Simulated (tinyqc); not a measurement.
# Gap and radiative efficiency from Jsc and Voc

Problem. Photon flux above E from a black body at temperature T into a hemisphere: Phi(E, T) = A sum_k exp(-k E/th)[E^2 th/k + 2 E th^2/k^2 + 2 th^3/k^3], k = 1, 2, ..., with th = kB T/q in eV and A = 2 pi q^3/(h^3 c^2). A cell with a sharp absorption edge has Jsc = q fs X Phi(Eg, Ts) and Voc = Vt ln(1 + Jsc/J0), J0 = q ge Phi(Eg, T)/ERE. Find Eg and ERE.

Values chosen for this exercise:
- T = 350 K (cell temperature)
- Ts = 5760 K (temperature of the black-body sun)
- fs = 2.16e-5 (share of the hemisphere filled by the sun)
- X = 1 (concentration)
- ge = 1 (number of faces that emit)

Constants: q = 1.602176634e-19 C, kB = 1.380649e-23 J/K, h = 6.62607015e-34 J s, c = 299792458 m/s, Vt = kB T/q. Results are converted to the units shown.

Jsc = 57.3530080 mA/cm^2
Voc = 0.684735401 V

Solution. Phi falls steadily with E, so Jsc fixes Eg; Voc gives J0, and its ratio to the radiative dark current is 1/ERE.

Eg = 1.030 eV
ERE = 0.1000

Program tinyqc, `OMP_NUM_THREADS=1 python tinyqc.py 2820123 2820124 out.jsonl`; Intel Xeon 2.30GHz, shared host, one thread, about 0.01 s.
